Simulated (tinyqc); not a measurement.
Band filling: full bands against the rectangular model: Slater-Koster d bands of a bcc metal.

Slater-Koster d bands. For a bond with direction cosines (l, m, n) the 5 x 5 block is dds Ps + ddp Pp + ddd (1 - Ps - Pp), the projectors on sigma, pi and delta states about the bond; for instance <xy|xy> = 3 l^2 m^2 dds + (l^2 + m^2 - 4 l^2 m^2) ddp + (n^2 + l^2 m^2) ddd, <xy|yz> = 3 l m^2 n dds + l n (1 - 4 m^2) ddp + l n (m^2 - 1) ddd and <3z2-r2|3z2-r2> = (n^2 - (l^2 + m^2)/2)^2 dds + 3 n^2 (l^2 + m^2) ddp + (3/4)(l^2 + m^2)^2 ddd. H(k) sums the blocks times cos(k.R) over the neighbours; the d level is the zero of energy; k in 2 pi/a.

Neighbours: eight at (a/2)(1,1,1) and equivalents, and six at a(1,0,0) and equivalents with the integrals times f2.

Mesh: k = f1 b1 + f2 b2 + f3 b3 with fractions (j + 1/2)/N, j = 0 to N - 1, and b = (-1,1,1), (1,-1,1), (1,1,-1) for fcc, (0,1,1), (1,0,1), (1,1,0) for bcc, unit vectors for simple cubic. The lowest Nd/10 of all levels are filled with two electrons each; the bond energy is their sum per atom.

Inputs chosen for the exercise (of the size met in W; the results hold for these values, not for the real material):

| symbol | value | unit | meaning |
|---|---|---|---|
| dds | -1.572 | eV | dd sigma |
| ddp | 0.896 | eV | dd pi |
| ddd | -0.157 | eV | dd delta |
| f2 | 0.487 |  | factor on all three integrals for second neighbours |
| N | 8 |  | mesh |

W = sqrt(12 mu2) with mu2 the mean square level on the mesh; rectangular model: Fermi level W (Nd/10 - 1/2), bond energy -W Nd (10 - Nd)/20. The Fermi level of the mesh is the highest filled level.

Per atom (eV):

| Nd | EF, bands | bond energy, bands | EF, rectangle | bond energy, rectangle |
|---|---|---|---|---|
| 1 | -3.734 | -4.321 | -3.864 | -4.347 |
| 2 | -3.131 | -7.759 | -2.898 | -7.728 |
| 3 | -2.260 | -10.558 | -1.932 | -10.143 |
| 4 | -0.796 | -12.356 | -0.966 | -11.592 |
| 5 | 0.999 | -12.273 | 0.000 | -12.075 |
| 6 | 1.636 | -10.940 | 0.966 | -11.592 |
| 7 | 2.006 | -9.118 | 1.932 | -10.143 |
| 9 | 3.554 | -4.181 | 3.864 | -4.347 |

Give the missing row, Nd = 8.

Computed row:
```
Nd  EF, bands  bond energy, bands  EF, rectangle  bond energy, rectangle
8       2.354              -6.992          2.898                  -7.728
```

W = 9.660 eV
full width on the mesh = 11.121 eV

The bond energy is deepest at Nd = 4 (-12.356 eV); the rectangle has its minimum at 5. The two differ most at Nd = 7, by 1.025 eV or 8 % of the deepest value: the second moment fixes the parabola, and higher moments the rest. At Nd = 3 and 7 the bands give -10.558 and -9.118 eV, a skew towards less than half filling.

tinyqc: `OMP_NUM_THREADS=1 python tinyqc.py 1451181 1451182 out.jsonl`; about 0.05 s, one thread, shared Intel(R) Xeon(R) Processor @ 2.30GHz.
